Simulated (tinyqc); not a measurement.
# Worked calculation: metal gate on a two-layer dielectric stack with fixed charge and a dipole

Computed by the program tinyqc: `OMP_NUM_THREADS=1 python tinyqc.py 2010160 2010161 out.jsonl`, one thread of a shared Intel Xeon 2.30GHz, about 0.01 s for the whole run. Printed values are rounded.

Gate, layer 2, layer 1, p-type semiconductor; x runs from the gate inwards. Charges are counted in units of +q. psi is the band bending at the surface, positive towards inversion. Classical charge, Boltzmann statistics, no interface traps.

Inputs (values chosen for the exercise); band and dielectric values close to those of 4H silicon carbide, layer 1 close to aluminium oxide, layer 2 close to hafnium oxide: temperature T = 350 K; band gap Eg = 3.28 eV; relative permittivity eps_r = 9.7; conduction-band density of states at T Nc = 2.15e19 cm^-3; valence-band density of states at T Nv = 3.14e19 cm^-3; electron affinity chi = 3.58 eV; acceptor density Na = 1.1e17 cm^-3; work function of the gate metal pM = 4.54 eV; thickness of layer 1, next to the semiconductor t1 = 0.8 nm; relative permittivity of layer 1 e1 = 8.93; thickness of layer 2, next to the gate t2 = 2.4 nm; relative permittivity of layer 2 e2 = 22; fixed charge at the semiconductor interface Q1 = 5.5e10 cm^-2; fixed charge between the layers Q2 = 2.1e11 cm^-2; uniform charge density in layer 1 r1 = -6.2e18 cm^-3; uniform charge density in layer 2 r2 = 0 cm^-3; flat-band shift by a dipole layer between the layers Vd = 0 V; band bending psi of the working point ps = -0.089 V.

Constants: q = 1.602176634e-19 C, kB = 1.380649e-23 J/K, Vt = kB T/q, eps0 = 8.8541878128e-14 F/cm where lengths are in cm. Results are converted to the units shown.

## Equivalent thickness and work-function difference

EOT = 3.9 (t1/e1 + t2/e2), Cox = eps0/(t1/e1 + t2/e2); phi_ms = pM - (chi + Eg - Vt ln(Nv/Na)).

EOT = 0.774839 nm
Cox = 4.45658 uF/cm^2
share of layer 1 in the EOT = 45.0912 %
phi_ms = -2.14947 V

## Flat-band voltage, term by term

EOT = 3.9 (t1/e1 + t2/e2), Cox = eps0/(t1/e1 + t2/e2); phi_ms = pM - (chi + Eg - Vt ln(Nv/Na)). Vfb = phi_ms + Vd - (q/eps0) [Q1 (t1/e1 + t2/e2) + Q2 t2/e2 + r1 (t1^2/(2 e1) + t1 t2/e2) + r2 t2^2/(2 e2)]: each charge counts with its electrical distance from the gate.

terms (V): phi_ms -2.14947, dipole 0.00000, Q1 -0.00198, Q2 -0.00415, r1 0.01381, r2 0.00000
Vfb = -2.14178 V

Apart from phi_ms the largest term is that of r1, 13.8 mV; all charges and the dipole together move Vfb by 7.69 mV.

## Threshold voltage

ni = sqrt(Nc Nv) exp(-Eg/(2 Vt)), Eg in volts, pB = Vt ln(Na/ni), Vth = Vfb + 2 pB + sqrt(4 q eps0 eps_r Na pB)/Cox.

ni = 6.30556e-5 cm^-3
pB = 1.47518 V
depletion charge = 0.298858 uC/cm^2
Vth = 0.875641 V

## Charge in the semiconductor

ni = sqrt(Nc Nv) exp(-Eg/(2 Vt)), Eg in volts. Qs = -sign(psi) sqrt(2 q eps0 eps_r Na Vt [exp(-u) + u - 1 + (ni/Na)^2 (exp(u) - u - 1)]), u = psi/Vt.

Qs = 0.117696 uC/cm^2

The surface is accumulated.

## Fields and voltage drops

Gauss: D = -Qs just inside the semiconductor; going towards the gate subtract q Q1, then q r1 t1, q Q2 and q r2 t2. Field = D/(eps0 e); the drop over a layer is its mean field times its thickness; Vg = phi_ms + Vd + psi + both drops.

```
place                        D (uC/cm^2)  field (MV/cm)
layer 2, gate side             -0.080686      -0.041422
layer 2, inner side            -0.080686      -0.041422
layer 1, outer side            -0.047040      -0.059494
layer 1, semiconductor side    -0.126508      -0.160000
semiconductor surface          -0.117696      -0.137038
```

drop over layer 2 = -0.00994118 V
drop over layer 1 = -0.00877972 V
Vg = -2.25719 V

The same Vg follows from Vfb + psi - Qs/Cox. The largest field, 0.160 MV/cm in size, is at: layer 1, semiconductor side.
